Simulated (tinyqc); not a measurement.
CIS on RHF in the sto-3g basis, frozen core, for BeH2, spin multiplicity 1, step by step (part 2 of 2). Computed by tinyqc, a small Python program that keeps every step (integrals from PySCF). Command: `OMP_NUM_THREADS=1 python tinyqc.py 20783 20784 out.jsonl` (the two numbers bound the seeds that draw the settings). One thread of a shared host (Intel(R) Xeon(R) Processor @ 2.60GHz), about 0.08 s of CPU time with the checks.

Geometry (angstrom):
```
atom         x          y         z
Be    0.000000   0.000000  0.000000
H     0.000000   1.359000  0.028000
H     0.000000  -1.394000  0.029000
```

## CIS matrix, triplets

orbital energies (hartree): MO1 -4.521848, MO2 -0.449914, MO3 -0.411688, MO4 0.212528, MO5 0.212737, MO6 0.440232, MO7 0.888939

Two-electron integrals over orbitals (pq|rs), unique and non-zero (hartree); the lowest 1 orbital is frozen and left out:
```
(22|22) 0.399719    (32|22) 0.032146    (32|32) 0.157863    (33|22) 0.400995
(33|32) -0.026668   (33|33) 0.434640    (42|22) 0.002140    (42|32) 0.000208
(42|33) 0.002069    (42|42) 0.048663    (43|22) 0.000283    (43|32) 0.002410
(43|33) -0.000639   (43|42) -0.003000   (43|43) 0.014517    (44|22) 0.365929
(44|32) 0.000144    (44|33) 0.352118    (44|42) -0.005178   (44|43) 0.000548
(44|44) 0.450016    (52|52) 0.048663    (53|52) -0.003003   (53|53) 0.014459
(54|52) -0.001797   (54|53) 0.000171    (54|54) 0.024306    (55|22) 0.366020
(55|32) 0.000142    (55|33) 0.352145    (55|42) -0.001592   (55|43) 0.000207
(55|44) 0.401325    (55|55) 0.449859    (62|22) -0.023943   (62|32) -0.009616
(62|33) -0.044056   (62|42) -0.000619   (62|43) -0.000032   (62|44) 0.054881
(62|55) 0.055084    (62|62) 0.078099    (63|22) -0.016051   (63|32) -0.091707
(63|33) 0.021227    (63|42) -0.000019   (63|43) -0.002034   (63|44) -0.007946
(63|55) -0.007967   (63|62) -0.003159   (63|63) 0.084517    (64|22) 0.000800
(64|32) 0.000070    (64|33) -0.000545   (64|42) 0.046749    (64|43) -0.004670
(64|44) -0.001251   (64|55) 0.001225    (64|62) 0.004166    (64|63) -0.000559
(64|64) 0.050405    (65|52) 0.046987    (65|53) -0.004696   (65|54) -0.001244
(65|65) 0.050599    (66|22) 0.391752    (66|32) -0.005044   (66|33) 0.404854
(66|42) 0.005185    (66|43) -0.000608   (66|44) 0.364270    (66|55) 0.364557
(66|62) -0.032353   (66|63) 0.007522    (66|64) 0.003420    (66|66) 0.408733
(72|22) -0.009880   (72|32) -0.042660   (72|33) 0.004033    (72|42) -0.000527
(72|43) -0.002231   (72|44) 0.006112    (72|55) 0.006115    (72|62) 0.012849
(72|63) 0.060073    (72|64) 0.000187    (72|66) -0.001286   (72|72) 0.057463
(73|22) -0.004019   (73|32) -0.000289   (73|33) -0.019746   (73|42) -0.003214
(73|43) 0.000492    (73|44) 0.061386    (73|55) 0.061386    (73|62) 0.072795
(73|63) -0.012726   (73|64) 0.001565    (73|66) -0.024644   (73|72) 0.005332
(73|73) 0.082618    (74|22) -0.001016   (74|32) -0.005438   (74|33) 0.001017
(74|42) 0.002628    (74|43) 0.013410    (74|44) -0.000082   (74|55) -1.75e-06
(74|62) 0.000376    (74|63) 0.003282    (74|64) 0.000973    (74|66) 0.000328
(74|72) 0.000888    (74|73) 0.000046    (74|74) 0.016887    (75|52) 0.002641
(75|53) 0.013487    (75|54) -0.000040   (75|65) 0.000985    (75|75) 0.016679
(76|22) 0.026406    (76|32) 0.139490    (76|33) -0.026561   (76|42) 0.000353
(76|43) 0.002764    (76|44) 0.000332    (76|55) 0.000343    (76|62) -0.007527
(76|63) -0.093835   (76|64) 0.000271    (76|66) -0.006718   (76|72) -0.053918
(76|73) 0.001551    (76|74) -0.004790   (76|76) 0.139344    (77|22) 0.423907
(77|32) 0.009244    (77|33) 0.439060    (77|42) 0.000463    (77|43) 0.000127
(77|44) 0.388512    (77|55) 0.388444    (77|62) -0.032894   (77|63) -0.002721
(77|64) -0.001385   (77|66) 0.430382    (77|72) -0.005861   (77|73) -0.007210
(77|74) -0.000251   (77|76) 0.006121    (77|77) 0.481946
```

A(ia,jb) = (e_a - e_i) d_ij d_ab - (ij|ab).

CIS matrix A, triplet (hartree):
```
           2>4        2>5        2>6        2>7        3>4        3>5        3>6        3>7
2>4   0.296514   0.000000  -0.000800   0.001016  -0.000144   0.000000  -0.000070   0.005438
2>5   0.000000   0.296631   0.000000   0.000000   0.000000  -0.000142   0.000000   0.000000
2>6  -0.000800   0.000000   0.498394  -0.026406  -0.000070   0.000000   0.005044  -0.139490
2>7   0.001016   0.000000  -0.026406   0.914946   0.005438   0.000000  -0.139490  -0.009244
3>4  -0.000144   0.000000  -0.000070   0.005438   0.272099   0.000000   0.000545  -0.001017
3>5   0.000000  -0.000142   0.000000   0.000000   0.000000   0.272280   0.000000   0.000000
3>6  -0.000070   0.000000   0.005044  -0.139490   0.000545   0.000000   0.447066   0.026561
3>7   0.005438   0.000000  -0.139490  -0.009244  -0.001017   0.000000   0.026561   0.861567
```

## CIS triplet states

Diagonalise A (1 hartree = 27.211386 eV); each vector has its largest component positive (the first on a tie).

triplet excitation energies (eV): 7.402272  7.409098  8.067037  8.071754  11.073739  12.241223  24.738271  26.018850

lowest vectors:
```
       state 1   state 2    state 3    state 4    state 5   state 6
2>4   0.005819  0.000000   0.999919   0.000000  -0.001603  0.006769
2>5   0.000000  0.005818   0.000000   0.999983   0.000000  0.000000
2>6   0.000675  0.000000  -0.003604   0.000000  -0.105780  0.939189
2>7  -0.011073  0.000000  -0.001700   0.000000   0.255682  0.091483
3>4   0.999844  0.000000  -0.005801   0.000000   0.014863  0.000957
3>5   0.000000  0.999983   0.000000  -0.005818   0.000000  0.000000
3>6  -0.012291  0.000000   0.000901   0.000000   0.957237  0.106555
3>7   0.002211  0.000000  -0.010592   0.000000  -0.083131  0.313297
```
